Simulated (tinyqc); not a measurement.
# AlGaN/GaN HEMT with access regions, lumped model: effects of single changes

A polarisation-induced electron sheet under a Schottky gate, in series with two ungated access regions and contacts. Drift law v = mu E/(1 + mu E/vs) under the gate. Currents in mA/mm, resistances in ohm mm. No self-heating, no channel-length modulation; fits for polarisation, barrier and offset are chosen for the exercise.

Inputs (values chosen for the exercise); values close to those of AlGaN/GaN structures:

| symbol | value | unit | meaning |
|---|---|---|---|
| x | 0.17 |  | aluminium share of the barrier |
| d | 15 | nm | barrier thickness |
| eps_r | 9.4 |  | relative permittivity of barrier and channel |
| mu | 1500 | cm^2/(V s) | channel mobility |
| vs | 1.3e7 | cm/s | saturation velocity |
| Lg | 0.15 | um | gate length |
| Ls | 1.5 | um | source access length |
| Ld | 4 | um | drain access length |
| Rc | 0.58 | ohm mm | resistance of each contact |
| ft | 0.11 |  | share of the drain-access electrons removed by traps |
| Vg | 0 | V | gate voltage |

Constants: q = 1.602176634e-19 C, eps0 = 8.8541878128e-14 F/cm where lengths are in cm. Results are converted to the units shown.

Each table varies one quantity; the others keep the values above.

## Effect of the aluminium share of the barrier

sigma = (5e13 x + 1.6e13 x^2) cm^-2, phiB = 0.84 + 1.3 x, dEc = 0.7 (1.71 x + x^2) in volts, Cb = eps0 eps_r/d, VT = phiB - dEc - q sigma/Cb, access density n0 = -Cb VT/q. Access resistance R(L, n) = L/(q mu n sqrt(1 - (I/(q n vs))^2)); Rs = Rc + R(Ls, n0), Rd = Rc + R(Ld, (1 - ft) n0). Vg' = Vg - I Rs, Vd' = Vd - I (Rs + Rd); with u = Vg' - VT, Vc = vs Lg/mu and w the smaller of Vd' and Vc [sqrt(1 + 2 u/Vc) - 1] (0 if negative), the channel gives (mu Cb/Lg)(u w - w^2/2)/(1 + w/Vc). I equals that channel current. Isat is I at Vd = 10 V, gm = dIsat/dVg, Ron the limit of Vd/I at small Vd.

Results:

| x | VT (V) | n0 (cm^-2) | Ron (ohm mm) | Isat (mA/mm) | gm (mS/mm) |
|---|---|---|---|---|---|
| 0.12 | -0.9568 | 3.313e12 | 8.876 | 179.3 | 209.8 |
| 0.17 | -1.751 | 6.063e12 | 5.377 | 441.1 | 272.5 |
| 0.22 | -2.571 | 8.904e12 | 4.031 | 750.5 | 309.6 |
| 0.27 | -3.418 | 1.184e13 | 3.320 | 1092 | 335.0 |
| 0.32 | -4.292 | 1.486e13 | 2.880 | 1460 | 353.7 |
| 0.42 | -6.119 | 2.119e13 | 2.366 | 2259 | 380.1 |

Estimate the missing row, x = 0.37.

Computed row:

| x | VT (V) | n0 (cm^-2) | Ron (ohm mm) | Isat (mA/mm) | gm (mS/mm) |
|---|---|---|---|---|---|
| 0.37 | -5.192 | 1.798e13 | 2.582 | 1850 | 368.3 |

With this row back in the table: As x goes from 0.12 to 0.42, Ron falls from 8.88 to 2.37 ohm mm, Isat rises from 179 to 2260 mA/mm and gm rises from 210 to 380 mS/mm. VT falls from -0.957 to -6.12 V. For x = 0.22 to 0.42 the power passes 5 W/mm, where self-heating, left out here, lowers the current.

## Effect of the share of the drain-access electrons removed by traps

Same model as above.

The same in every row: VT (V) = -1.751; n0 (cm^-2) = 6.063e12.

Results:

| ft | Ron (ohm mm) | Isat (mA/mm) | gm (mS/mm) |
|---|---|---|---|
| 0 | 5.038 | 441.1 | 272.5 |
| 0.2 | 5.724 | 441.1 | 272.5 |
| 0.3 | 6.214 | 441.1 | 272.5 |
| 0.4 | 6.868 | 441.1 | 272.5 |
| 0.5 | 7.783 | 441.1 | 272.5 |
| 0.6 | 9.156 | 441.1 | 272.5 |
| 0.7 | 11.44 | 354.0 | 0.8659 |

Estimate the missing row, ft = 0.1.

Computed row:

| ft | Ron (ohm mm) | Isat (mA/mm) | gm (mS/mm) |
|---|---|---|---|
| 0.1 | 5.343 | 441.1 | 272.5 |

With this row back in the table: As ft goes from 0 to 0.7, Ron rises from 5.04 to 11.4 ohm mm, Isat falls from 441 to 354 mA/mm and gm falls from 273 to 0.866 mS/mm. The ceiling Cb vs is 721 mS/mm. At ft = 0.7 the gated channel is not yet saturated at 10 V, because the access regions take the voltage, and gm drops.

## Effect of the gate length

Same model as above.

The same in every row: VT (V) = -1.751; n0 (cm^-2) = 6.063e12.

Effect of the gate length:

| Lg (um) | Ron (ohm mm) | Isat (mA/mm) | gm (mS/mm) |
|---|---|---|---|
| 0.05 | 5.308 | 489.2 | 283.4 |
| 0.09 | 5.336 | 466.2 | 278.6 |
| 0.16 | 5.384 | 437.5 | 271.6 |
| 0.29 | 5.473 | 400.5 | 260.9 |
| 0.52 | 5.631 | 356.4 | 245.8 |
| 0.93 | 5.912 | 305.4 | 224.9 |
| 1.7 | 6.441 | 247.2 | 196.4 |
| 3 | 7.333 | 191.4 | 163.9 |

What does the comparison show?

As Lg goes from 0.05 to 3 um, Ron rises from 5.31 to 7.33 ohm mm, Isat falls from 489 to 191 mA/mm and gm falls from 283 to 164 mS/mm. The ceiling Cb vs is 721 mS/mm.

Program tinyqc, `OMP_NUM_THREADS=1 python tinyqc.py 2570027 2570028 out.jsonl`; Intel Xeon 2.30GHz, shared host, one thread, about 0.02 s.
